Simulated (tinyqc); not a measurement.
Two-valley model of the transferred-electron effect. Changing the satellite-valley mobility mu2. Computed by tinyqc, a small Python program. Command: `OMP_NUM_THREADS=1 python tinyqc.py 3029347 3029348 out.jsonl gunn sweep`. One thread of a shared host (Intel(R) Xeon(R) Processor @ 2.30GHz), about 0.01 s of CPU time with the checks.

Both kinds of valley share one electron temperature T_e, and each has a constant mobility.

Inputs (values chosen for the exercise, modelled on GaAs):

| quantity | value | unit |
|---|---|---|
| central-valley mass m1 | 0.066 | m_0 |
| satellite-valley mass m2 | 0.23 | m_0 |
| satellite valleys Z | 4 | - |
| valley separation dE | 0.3 | eV |
| central-valley mobility mu1 | 7800 | cm^2/(V s) |
| energy relaxation time tau_E | 1.1 | ps |
| lattice temperature T | 300 | K |

Solver: bisection.

Constants: k_B = 8.617333262e-05 eV/K.

Method. Density-of-states ratio R = Z (m2/m1)^(3/2); n2/n1 = R exp(-dE/(k_B T_e)); mean mobility mu = (mu1 + mu2 n2/n1)/(1 + n2/n1); energy balance e mu F^2 = (3/2) k_B (T_e - T)/tau_E; v = mu F. Using T_e as the parameter, F(T_e) = sqrt(3 k_B (T_e - T)/(2 e mu tau_E)) and v = mu F; find the first maximum and the next minimum of v, and the most negative dv/dF between them.

One run for each value:

| satellite-valley mobility mu2 (cm^2/(V s)) | peak-to-valley ratio | threshold field (kV/cm) | most negative differential mobility (cm^2/(V s)) | valley velocity (1e7 cm/s) |
|---|---|---|---|---|
| 78 | 1.119 | 4.077 | -363.7 | 1.696 |
| 120 | 1.104 | 4.104 | -345.6 | 1.722 |
| 190 | 1.083 | 4.153 | -314.7 | 1.761 |
| 290 | 1.058 | 4.232 | -269.1 | 1.810 |
| 450 | 1.030 | 4.390 | -192.5 | 1.874 |
| 700 | 1.005 | 4.816 | -63.6 | 1.950 |

Describe the trends.

Over the rows, peak-to-valley ratio falls from 1.12 to 1.00 (exponent d ln y / d ln x -0.031 between the first rows and -0.057 between the last); threshold field (kV/cm) rises from 4.08 to 4.82 (exponent d ln y / d ln x 0.016 between the first rows and 0.21 between the last); most negative differential mobility (cm^2/(V s)) rises from -364 to -63.6 (exponent d ln y / d ln x -0.12 between the first rows and -2.5 between the last).  Left out: 1100, 1700, 2600 (no negative differential mobility).

Extremes, crossings and ranges named in words are read from the listed rows.
